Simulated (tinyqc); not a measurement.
Worked calculation (part 1 of 2): RKS/PBE in the 6-31g basis, for H3+, spin multiplicity 1. Computed by tinyqc, a small Python program that keeps every step (integrals from PySCF). Settings: charge = 1, multiplicity = 1, basis = 6-31g, energy threshold = 1e-10, iteration cap = 67, orthogonalisation = symmetric, start = atomic densities, DIIS depth = 8, method = RKS, functional = pbe,pbe, grid = [30, 14]. Command: `OMP_NUM_THREADS=1 python tinyqc.py 28534 28535 out.jsonl` (the two numbers bound the seeds that draw the settings). One thread of a shared host (Intel(R) Xeon(R) Processor @ 2.60GHz), about 0.4 s of CPU time with the checks. Later iterations appear only in the table of the cycle.

## One-electron integrals

Geometry (angstrom):

| atom | x | y | z |
|---|---|---|---|
| H | 0.00000 | 0.00000 | 0.00000 |
| H | 0.00000 | 0.00000 | 0.82200 |
| H | 0.00000 | 0.78400 | 0.41100 |

Basis 6-31g: exponents (1/bohr^2) and contraction coefficients of normalised primitives:

| element | l (shell) | exponent | coefficient |
|---|---|---|---|
| H | s (1) | 18.73114 | 0.03349 |
| H | s (1) | 2.82539 | 0.23473 |
| H | s (1) | 0.64012 | 0.81376 |
| H | s (2) | 0.16128 | 1.00000 |

Overlap, kinetic and nuclear-attraction integrals over the contracted functions; the nuclear repulsion is the sum of Za Zb / Rab.

nuclear repulsion = 1.8393800 hartree

overlap S:
```
         1H 1s    1H 2s    2H 1s    2H 2s    3H 1s    3H 2s
1H 1s  1.00000  0.65829  0.38452  0.47937  0.33419  0.45571
1H 2s  0.65829  1.00000  0.47937  0.82318  0.45571  0.79800
2H 1s  0.38452  0.47937  1.00000  0.65829  0.33419  0.45571
2H 2s  0.47937  0.82318  0.65829  1.00000  0.45571  0.79800
3H 1s  0.33419  0.45571  0.33419  0.45571  1.00000  0.65829
3H 2s  0.45571  0.79800  0.45571  0.79800  0.65829  1.00000
```

kinetic energy T (hartree):
```
         1H 1s    1H 2s    2H 1s    2H 2s    3H 1s    3H 2s
1H 1s  1.39568  0.25974  0.15082  0.14888  0.09897  0.13544
1H 2s  0.25974  0.24192  0.14888  0.17331  0.13544  0.16401
2H 1s  0.15082  0.14888  1.39568  0.25974  0.09897  0.13544
2H 2s  0.14888  0.17331  0.25974  0.24192  0.13544  0.16401
3H 1s  0.09897  0.13544  0.09897  0.13544  1.39568  0.25974
3H 2s  0.13544  0.16401  0.13544  0.16401  0.25974  0.24192
```

nuclear attraction V (hartree):
```
          1H 1s     1H 2s     2H 1s     2H 2s     3H 1s     3H 2s
1H 1s  -2.88634  -1.52916  -1.09228  -1.15913  -0.93639  -1.10248
1H 2s  -1.52916  -1.63878  -1.15913  -1.41604  -1.09034  -1.37422
2H 1s  -1.09228  -1.15913  -2.88634  -1.52916  -0.93639  -1.10248
2H 2s  -1.15913  -1.41604  -1.52916  -1.63878  -1.09034  -1.37422
3H 1s  -0.93639  -1.09034  -0.93639  -1.09034  -2.84295  -1.50548
3H 2s  -1.10248  -1.37422  -1.10248  -1.37422  -1.50548  -1.62234
```

core Hamiltonian H = T + V (hartree):
```
          1H 1s     1H 2s     2H 1s     2H 2s     3H 1s     3H 2s
1H 1s  -1.49066  -1.26942  -0.94146  -1.01025  -0.83741  -0.96704
1H 2s  -1.26942  -1.39686  -1.01025  -1.24273  -0.95490  -1.21021
2H 1s  -0.94146  -1.01025  -1.49066  -1.26942  -0.83741  -0.96704
2H 2s  -1.01025  -1.24273  -1.26942  -1.39686  -0.95490  -1.21021
3H 1s  -0.83741  -0.95490  -0.83741  -0.95490  -1.44727  -1.24575
3H 2s  -0.96704  -1.21021  -0.96704  -1.21021  -1.24575  -1.38042
```

## Two-electron integrals

Functions are numbered as in S; the eight-fold symmetry (ij|kl) = (ji|kl) = (kl|ij) leaves the list below.

Two-electron integrals (ij|kl) in chemists' order, unique and non-zero (hartree):
```
(11|11) 1.07657   (21|11) 0.57847   (21|21) 0.32942   (22|11) 0.58740
(22|21) 0.36130   (22|22) 0.45315   (31|11) 0.33434   (31|21) 0.19163
(31|22) 0.21126   (31|31) 0.14108   (32|11) 0.31112   (32|21) 0.19017
(32|22) 0.23274   (32|31) 0.14752   (32|32) 0.17366   (33|11) 0.61237
(33|21) 0.38262   (33|22) 0.48077   (33|31) 0.33434   (33|32) 0.41363
(33|33) 1.07657   (41|11) 0.41363   (41|21) 0.23654   (41|22) 0.26117
(41|31) 0.14752   (41|32) 0.14976   (41|33) 0.31112   (41|41) 0.17366
(42|11) 0.45835   (42|21) 0.28380   (42|22) 0.36127   (42|31) 0.18302
(42|32) 0.21216   (42|33) 0.45835   (42|41) 0.21216   (42|42) 0.30707
(43|11) 0.38262   (43|21) 0.23839   (43|22) 0.30271   (43|31) 0.19163
(43|32) 0.23654   (43|33) 0.57847   (43|41) 0.19017   (43|42) 0.28380
(43|43) 0.32942   (44|11) 0.48077   (44|21) 0.30271   (44|22) 0.40064
(44|31) 0.21126   (44|32) 0.26117   (44|33) 0.58740   (44|41) 0.23274
(44|42) 0.36127   (44|43) 0.36130   (44|44) 0.45315   (51|11) 0.28360
(51|21) 0.16352   (51|22) 0.18194   (51|31) 0.10421   (51|32) 0.10622
(51|33) 0.21873   (51|41) 0.12135   (51|42) 0.14964   (51|43) 0.13459
(51|44) 0.16498   (51|51) 0.10560   (52|11) 0.28471   (52|21) 0.17521
(52|22) 0.21726   (52|31) 0.11356   (52|32) 0.12731   (52|33) 0.26788
(52|41) 0.13167   (52|42) 0.18376   (52|43) 0.16657   (52|44) 0.21077
(52|51) 0.12061   (52|52) 0.15680   (53|11) 0.21873   (53|21) 0.13459
(53|22) 0.16498   (53|31) 0.10421   (53|32) 0.12135   (53|33) 0.28360
(53|41) 0.10622   (53|42) 0.14964   (53|43) 0.16352   (53|44) 0.18194
(53|51) 0.09203   (53|52) 0.11637   (53|53) 0.10560   (54|11) 0.26788
(54|21) 0.16657   (54|22) 0.21077   (54|31) 0.11356   (54|32) 0.13167
(54|33) 0.28471   (54|41) 0.12731   (54|42) 0.18376   (54|43) 0.17521
(54|44) 0.21726   (54|51) 0.11637   (54|52) 0.15507   (54|53) 0.12061
(54|54) 0.15680   (55|11) 0.57698   (55|21) 0.36406   (55|22) 0.46714
(55|31) 0.24013   (55|32) 0.27713   (55|33) 0.57698   (55|41) 0.27713
(55|42) 0.40240   (55|43) 0.36406   (55|44) 0.46714   (55|51) 0.28360
(55|52) 0.39207   (55|53) 0.28360   (55|54) 0.39207   (55|55) 1.07657
(61|11) 0.39207   (61|21) 0.22437   (61|22) 0.24799   (61|31) 0.13491
(61|32) 0.13576   (61|33) 0.27709   (61|41) 0.16291   (61|42) 0.19811
(61|43) 0.17133   (61|44) 0.21434   (61|51) 0.12061   (61|52) 0.13251
(61|53) 0.10178   (61|54) 0.12670   (61|55) 0.28471   (61|61) 0.15680
(62|11) 0.44064   (62|21) 0.27311   (62|22) 0.34846   (62|31) 0.16710
(62|32) 0.18960   (62|33) 0.39897   (62|41) 0.20076   (62|42) 0.28685
(62|43) 0.25014   (62|44) 0.32774   (62|51) 0.15398   (62|52) 0.19490
(62|53) 0.14622   (62|54) 0.19165   (62|55) 0.44064   (62|61) 0.19490
(62|62) 0.28857   (63|11) 0.27709   (63|21) 0.17133   (63|22) 0.21434
(63|31) 0.13491   (63|32) 0.16291   (63|33) 0.39207   (63|41) 0.13576
(63|42) 0.19811   (63|43) 0.22437   (63|44) 0.24799   (63|51) 0.10178
(63|52) 0.12670   (63|53) 0.12061   (63|54) 0.13251   (63|55) 0.28471
(63|61) 0.12483   (63|62) 0.18097   (63|63) 0.15680   (64|11) 0.39897
(64|21) 0.25014   (64|22) 0.32774   (64|31) 0.16710   (64|32) 0.20076
(64|33) 0.44064   (64|41) 0.18960   (64|42) 0.28685   (64|43) 0.27311
(64|44) 0.34846   (64|51) 0.14622   (64|52) 0.19165   (64|53) 0.15398
(64|54) 0.19490   (64|55) 0.44064   (64|61) 0.18097   (64|62) 0.27948
(64|63) 0.19490   (64|64) 0.28857   (65|11) 0.36406   (65|21) 0.22858
(65|22) 0.29501   (65|31) 0.14912   (65|32) 0.17279   (65|33) 0.36406
(65|41) 0.17279   (65|42) 0.25291   (65|43) 0.22858   (65|44) 0.29501
(65|51) 0.16352   (65|52) 0.22437   (65|53) 0.16352   (65|54) 0.22437
(65|55) 0.57847   (65|61) 0.17521   (65|62) 0.27311   (65|63) 0.17521
(65|64) 0.27311   (65|65) 0.32942   (66|11) 0.46714   (66|21) 0.29501
(66|22) 0.39330   (66|31) 0.18589   (66|32) 0.21984   (66|33) 0.46714
(66|41) 0.21984   (66|42) 0.33332   (66|43) 0.29501   (66|44) 0.39330
(66|51) 0.18194   (66|52) 0.24799   (66|53) 0.18194   (66|54) 0.24799
(66|55) 0.58740   (66|61) 0.21726   (66|62) 0.34846   (66|63) 0.21726
(66|64) 0.34846   (66|65) 0.36130   (66|66) 0.45315
```

## Orthogonalisation

S = U s U^T; symmetric (Loewdin) form X = U s^(-1/2) U^T, so that X^T S X = 1.

eigenvalues of S: 0.11309  0.13017  0.50722  0.67920  0.76310  3.80722

X:
```
          1H 1s     1H 2s     2H 1s     2H 2s     3H 1s     3H 2s
1H 1s   1.28469  -0.50963  -0.12684   0.04670  -0.08675   0.03893
1H 2s  -0.50963   2.09004   0.04670  -0.68544   0.03491  -0.57501
2H 1s  -0.12684   0.04670   1.28469  -0.50963  -0.08675   0.03893
2H 2s   0.04670  -0.68544  -0.50963   2.09004   0.03491  -0.57501
3H 1s  -0.08675   0.03491  -0.08675   0.03491   1.27476  -0.50640
3H 2s   0.03893  -0.57501   0.03893  -0.57501  -0.50640   1.99588
```

## Starting guess

The start is atomic minimal-basis densities projected into this basis (PySCF's MINAO start) and scaled to the electron count of each spin; this density is not idempotent, so its energy is not variational and may lie below the converged one.

D at the start:
```
          1H 1s    1H 2s     2H 1s    2H 2s     3H 1s    3H 2s
1H 1s   0.18185  0.19685  -0.00399  0.00118  -0.00433  0.00153
1H 2s   0.19685  0.21345   0.00118  0.00743   0.00102  0.00804
2H 1s  -0.00399  0.00118   0.18185  0.19685  -0.00433  0.00153
2H 2s   0.00118  0.00743   0.19685  0.21345   0.00102  0.00804
3H 1s  -0.00433  0.00102  -0.00433  0.00102   0.18163  0.19700
3H 2s   0.00153  0.00804   0.00153  0.00804   0.19700  0.21411
```

## Iteration 1: exchange-correlation on the grid

Becke grid with 30 radial and 14 angular points per atom, points of zero weight dropped. rho = sum D_ij phi_i phi_j; V_xc,ij = sum w v_xc phi_i phi_j plus the gradient terms; v_xc is d(rho eps)/d rho at fixed gradient.

The 16 grid points with the largest w rho, of 1238 (bohr, atomic units):

| x | y | z | w | rho | \|grad rho\|^2 | eps_xc | v_xc |
|---|---|---|---|---|---|---|---|
| 0.51145 | 0.51145 | 0.51145 | 0.09682 | 0.07909 | 0.00846 | -0.37023 | -0.47642 |
| -0.51145 | 0.51145 | 0.51145 | 0.09682 | 0.07909 | 0.00846 | -0.37023 | -0.47642 |
| -0.51145 | 0.51145 | 1.04190 | 0.09682 | 0.07909 | 0.00846 | -0.37023 | -0.47642 |
| 0.51145 | 0.51145 | 1.04190 | 0.09682 | 0.07909 | 0.00846 | -0.37023 | -0.47642 |
| -0.74811 | 0.74811 | -0.74811 | 0.34298 | 0.02199 | 0.00184 | -0.26400 | -0.29731 |
| 0.74811 | 0.74811 | -0.74811 | 0.34298 | 0.02199 | 0.00184 | -0.26400 | -0.29731 |
| -0.74811 | 0.74811 | 2.30146 | 0.34298 | 0.02199 | 0.00184 | -0.26400 | -0.29731 |
| 0.74811 | 0.74811 | 2.30146 | 0.34298 | 0.02199 | 0.00184 | -0.26400 | -0.29731 |
| -0.62173 | 0.62173 | -0.62173 | 0.21564 | 0.03335 | 0.00430 | -0.29609 | -0.34224 |
| 0.62173 | 0.62173 | -0.62173 | 0.21564 | 0.03335 | 0.00430 | -0.29609 | -0.34224 |
| -0.62173 | 0.62173 | 2.17509 | 0.21564 | 0.03335 | 0.00430 | -0.29609 | -0.34224 |
| 0.62173 | 0.62173 | 2.17509 | 0.21564 | 0.03335 | 0.00430 | -0.29609 | -0.34224 |
| -1.29576 | 0.00000 | 0.00000 | 0.32328 | 0.02209 | 0.00189 | -0.26472 | -0.29725 |
| 1.29576 | 0.00000 | 0.00000 | 0.32328 | 0.02209 | 0.00189 | -0.26472 | -0.29725 |
| 1.29576 | 0.00000 | 1.55335 | 0.32328 | 0.02209 | 0.00189 | -0.26472 | -0.29725 |
| -1.29576 | 0.00000 | 1.55335 | 0.32328 | 0.02209 | 0.00189 | -0.26472 | -0.29725 |

electrons on the grid, sum of w rho = 1.99915

E_xc = sum of w rho eps_xc = -0.6024348 hartree

V_xc (hartree):
```
          1H 1s     1H 2s     2H 1s     2H 2s     3H 1s     3H 2s
1H 1s  -0.48701  -0.27058  -0.18588  -0.20328  -0.16066  -0.19290
1H 2s  -0.27058  -0.28330  -0.20328  -0.24585  -0.18954  -0.23902
2H 1s  -0.18588  -0.20328  -0.48701  -0.27058  -0.16066  -0.19290
2H 2s  -0.20328  -0.24585  -0.27058  -0.28330  -0.18954  -0.23902
3H 1s  -0.16066  -0.18954  -0.16066  -0.18954  -0.48254  -0.26372
3H 2s  -0.19290  -0.23902  -0.19290  -0.23902  -0.26372  -0.28063
```

## Iteration 1: building the Kohn-Sham matrix

J_ij = sum D_kl (ij|kl); F = H + J + V_xc; E = tr D H + tr D J / 2 + E_xc + E_nn.

Coulomb J (hartree):
```
         1H 1s    1H 2s    2H 1s    2H 2s    3H 1s    3H 2s
1H 1s  1.27995  0.77084  0.51199  0.57919  0.44387  0.55150
1H 2s  0.77084  0.93821  0.57919  0.80120  0.54715  0.77760
2H 1s  0.51199  0.57919  1.27995  0.77084  0.44387  0.55150
2H 2s  0.57919  0.80120  0.77084  0.93821  0.54715  0.77760
3H 1s  0.44387  0.54715  0.44387  0.54715  1.26313  0.76188
3H 2s  0.55150  0.77760  0.55150  0.77760  0.76188  0.93106
```

Kohn-Sham matrix F (hartree):
```
          1H 1s     1H 2s     2H 1s     2H 2s     3H 1s     3H 2s
1H 1s  -0.69772  -0.76917  -0.61536  -0.63434  -0.55421  -0.60844
1H 2s  -0.76917  -0.74196  -0.63434  -0.68738  -0.59730  -0.67163
2H 1s  -0.61536  -0.63434  -0.69772  -0.76917  -0.55421  -0.60844
2H 2s  -0.63434  -0.68738  -0.76917  -0.74196  -0.59730  -0.67163
3H 1s  -0.55421  -0.59730  -0.55421  -0.59730  -0.66669  -0.74759
3H 2s  -0.60844  -0.67163  -0.60844  -0.67163  -0.74759  -0.72999
```

total energy of this density = -0.8825722 hartree

This density is the starting one; it is not idempotent, so its energy is not variational and may lie below the converged one.

## Iteration 1: diagonalisation and new density

Diagonalise F' = X^T F X, C = X C', fill 1 alpha and 1 beta electrons from the bottom; D = 2 C_occ C_occ^T. Each column has its largest component positive (the first on a tie).

F' = X^T F X (hartree):
```
          1         2         3         4         5         6
1  -0.23401  -0.46718  -0.26477  -0.04619  -0.20859  -0.04998
2  -0.46718  -0.14469  -0.04619  -0.11515  -0.04934  -0.11266
3  -0.26477  -0.04619  -0.23401  -0.46718  -0.20859  -0.04998
4  -0.04619  -0.11515  -0.46718  -0.14469  -0.04934  -0.11266
5  -0.20859  -0.04934  -0.20859  -0.04934  -0.23223  -0.46017
6  -0.04998  -0.11266  -0.04998  -0.11266  -0.46017  -0.14913
```

orbital energies (hartree): MO1 -1.11468, MO2 -0.45094, MO3 -0.42146, MO4 0.05288, MO5 0.37276, MO6 0.42268

coefficients C:
```
           MO1       MO2       MO3       MO4       MO5       MO6
1H 1s  0.35647  -0.23467   0.39216   0.57885   0.51892  -0.99858
1H 2s  0.09726  -0.56517   1.16840  -0.57014  -0.87837   1.62519
2H 1s  0.35647  -0.23467  -0.39216   0.57885   0.51892   0.99858
2H 2s  0.09726  -0.56517  -1.16840  -0.57014  -0.87837  -1.62519
3H 1s  0.33064   0.47328   0.00000   0.56332  -1.11728   0.00000
3H 2s  0.08789   1.17617   0.00000  -0.45866   1.81736   0.00000
```

D after iteration 1:
```
         1H 1s    1H 2s    2H 1s    2H 2s    3H 1s    3H 2s
1H 1s  0.25414  0.06934  0.25414  0.06934  0.23572  0.06266
1H 2s  0.06934  0.01892  0.06934  0.01892  0.06431  0.01710
2H 1s  0.25414  0.06934  0.25414  0.06934  0.23572  0.06266
2H 2s  0.06934  0.01892  0.06934  0.01892  0.06431  0.01710
3H 1s  0.23572  0.06431  0.23572  0.06431  0.21864  0.05812
3H 2s  0.06266  0.01710  0.06266  0.01710  0.05812  0.01545
```

## Iteration 2: exchange-correlation on the grid

As before.

The 16 grid points with the largest w rho, of 1238 (bohr, atomic units):

| x | y | z | w | rho | \|grad rho\|^2 | eps_xc | v_xc |
|---|---|---|---|---|---|---|---|
| 0.51145 | 0.51145 | 1.04190 | 0.09682 | 0.13948 | 0.04452 | -0.44186 | -0.56485 |
| -0.51145 | 0.51145 | 1.04190 | 0.09682 | 0.13948 | 0.04452 | -0.44186 | -0.56485 |
| -0.51145 | 0.51145 | 0.51145 | 0.09682 | 0.13948 | 0.04452 | -0.44186 | -0.56485 |
| 0.51145 | 0.51145 | 0.51145 | 0.09682 | 0.13948 | 0.04452 | -0.44186 | -0.56485 |
| 0.62173 | 0.62173 | 0.93162 | 0.09939 | 0.11537 | 0.03625 | -0.41842 | -0.52853 |
| -0.62173 | 0.62173 | 0.93162 | 0.09939 | 0.11537 | 0.03625 | -0.41842 | -0.52853 |
| -0.62173 | 0.62173 | 0.62173 | 0.09939 | 0.11537 | 0.03625 | -0.41842 | -0.52853 |
| 0.62173 | 0.62173 | 0.62173 | 0.09939 | 0.11537 | 0.03625 | -0.41842 | -0.52853 |
| -0.41579 | 0.41579 | 1.13757 | 0.06811 | 0.16628 | 0.05847 | -0.46566 | -0.59865 |
| 0.41579 | 0.41579 | 1.13757 | 0.06811 | 0.16628 | 0.05847 | -0.46566 | -0.59865 |
| 0.41579 | 0.41579 | 0.41579 | 0.06811 | 0.16628 | 0.05847 | -0.46566 | -0.59865 |
| -0.41579 | 0.41579 | 0.41579 | 0.06811 | 0.16628 | 0.05847 | -0.46566 | -0.59865 |
| 0.00000 | 0.59568 | 0.77668 | 0.05422 | 0.20231 | 0.00082 | -0.49208 | -0.64421 |
| 0.00000 | 0.76138 | 0.77668 | 0.05327 | 0.20236 | 0.00106 | -0.49211 | -0.64426 |
| 0.51145 | 0.97009 | 1.28813 | 0.09722 | 0.10441 | 0.03515 | -0.40763 | -0.50822 |
| -0.51145 | 0.97009 | 1.28813 | 0.09722 | 0.10441 | 0.03515 | -0.40763 | -0.50822 |

electrons on the grid, sum of w rho = 1.99766

E_xc = sum of w rho eps_xc = -0.7507444 hartree

V_xc (hartree):
```
          1H 1s     1H 2s     2H 1s     2H 2s     3H 1s     3H 2s
1H 1s  -0.52662  -0.28283  -0.20794  -0.21623  -0.17853  -0.20502
1H 2s  -0.28283  -0.27304  -0.21623  -0.24009  -0.19844  -0.23209
2H 1s  -0.20794  -0.21623  -0.52662  -0.28283  -0.17853  -0.20502
2H 2s  -0.21623  -0.24009  -0.28283  -0.27304  -0.19844  -0.23209
3H 1s  -0.17853  -0.19844  -0.17853  -0.19844  -0.50674  -0.26938
3H 2s  -0.20502  -0.23209  -0.20502  -0.23209  -0.26938  -0.26604
```

## Iteration 2: building the Kohn-Sham matrix

As before.

Coulomb J (hartree):
```
         1H 1s    1H 2s    2H 1s    2H 2s    3H 1s    3H 2s
1H 1s  1.46667  0.86559  0.59606  0.65602  0.51138  0.62348
1H 2s  0.86559  1.01143  0.65602  0.86902  0.60969  0.83991
2H 1s  0.59606  0.65602  1.46667  0.86559  0.51138  0.62348
2H 2s  0.65602  0.86902  0.86559  1.01143  0.60969  0.83991
3H 1s  0.51138  0.60969  0.51138  0.60969  1.40753  0.83774
3H 2s  0.62348  0.83991  0.62348  0.83991  0.83774  0.99327
```

Kohn-Sham matrix F (hartree):
```
          1H 1s     1H 2s     2H 1s     2H 2s     3H 1s     3H 2s
1H 1s  -0.55060  -0.68666  -0.55335  -0.57046  -0.50456  -0.54858
1H 2s  -0.68666  -0.65847  -0.57046  -0.61380  -0.54365  -0.60239
2H 1s  -0.55335  -0.57046  -0.55060  -0.68666  -0.50456  -0.54858
2H 2s  -0.57046  -0.61380  -0.68666  -0.65847  -0.54365  -0.60239
3H 1s  -0.50456  -0.54365  -0.50456  -0.54365  -0.54648  -0.67739
3H 2s  -0.54858  -0.60239  -0.54858  -0.60239  -0.67739  -0.65319
```

total energy of this density = -1.3152790 hartree

## Iteration 2: DIIS over 2 matrices

error matrix X^T (FDS - SDF) X:
```
          1         2         3         4         5        6
1   0.00000   0.02821   0.00000   0.02821   0.01422  0.02785
2  -0.02821   0.00000  -0.02821   0.00000  -0.01568  0.00047
3   0.00000   0.02821   0.00000   0.02821   0.01422  0.02785
4  -0.02821   0.00000  -0.02821   0.00000  -0.01568  0.00047
5  -0.01422   0.01568  -0.01422   0.01568   0.00000  0.01572
6  -0.02785  -0.00047  -0.02785  -0.00047  -0.01572  0.00000
```

B (overlaps of the stored error matrices):
```
                1               2
1   3.7666670e-01  -6.2426324e-02
2  -6.2426324e-02   1.1755995e-02
```

Minimise |sum c_i e_i|^2 with sum c_i = 1: solve [B -1; -1 0][c; lambda] = [0; -1] with B_ij = tr e_i^T e_j, and take F = sum c_i F_i.

DIIS coefficients: 0.14453  0.85547

extrapolated F (hartree):
```
          1H 1s     1H 2s     2H 1s     2H 2s     3H 1s     3H 2s
1H 1s  -0.57187  -0.69859  -0.56231  -0.57969  -0.51174  -0.55723
1H 2s  -0.69859  -0.67054  -0.57969  -0.62444  -0.55140  -0.61239
2H 1s  -0.56231  -0.57969  -0.57187  -0.69859  -0.51174  -0.55723
2H 2s  -0.57969  -0.62444  -0.69859  -0.67054  -0.55140  -0.61239
3H 1s  -0.51174  -0.55140  -0.51174  -0.55140  -0.56385  -0.68753
3H 2s  -0.55723  -0.61239  -0.55723  -0.61239  -0.68753  -0.66429
```

## Iteration 2: diagonalisation and new density

As before.

F' = X^T F X (hartree):
```
          1         2         3         4         5         6
1  -0.10738  -0.46265  -0.26081  -0.03874  -0.20605  -0.04248
2  -0.46265  -0.10095  -0.03874  -0.11003  -0.04465  -0.10855
3  -0.26081  -0.03874  -0.10738  -0.46265  -0.20605  -0.04248
4  -0.03874  -0.11003  -0.46265  -0.10095  -0.04465  -0.10855
5  -0.20605  -0.04465  -0.20605  -0.04465  -0.13012  -0.45649
6  -0.04248  -0.10855  -0.04248  -0.10855  -0.45649  -0.11016
```

orbital energies (hartree): MO1 -1.00071, MO2 -0.38162, MO3 -0.34875, MO4 0.11503, MO5 0.44784, MO6 0.51126

coefficients C:
```
           MO1       MO2       MO3       MO4       MO5       MO6
1H 1s  0.33478  -0.21482   0.34321   0.58124   0.53891  -1.01645
1H 2s  0.10898  -0.60579   1.24593  -0.55247  -0.86104   1.56654
2H 1s  0.33478  -0.21482  -0.34321   0.58124   0.53891   1.01645
2H 2s  0.10898  -0.60579  -1.24593  -0.55247  -0.86104  -1.56654
3H 1s  0.32651   0.42242   0.00000   0.58759  -1.12634   0.00000
3H 2s  0.10873   1.25012   0.00000  -0.48646   1.75869   0.00000
```

D after iteration 2:
```
         1H 1s    1H 2s    2H 1s    2H 2s    3H 1s    3H 2s
1H 1s  0.22415  0.07297  0.22415  0.07297  0.21861  0.07280
1H 2s  0.07297  0.02375  0.07297  0.02375  0.07117  0.02370
2H 1s  0.22415  0.07297  0.22415  0.07297  0.21861  0.07280
2H 2s  0.07297  0.02375  0.07297  0.02375  0.07117  0.02370
3H 1s  0.21861  0.07117  0.21861  0.07117  0.21322  0.07101
3H 2s  0.07280  0.02370  0.07280  0.02370  0.07101  0.02365
```
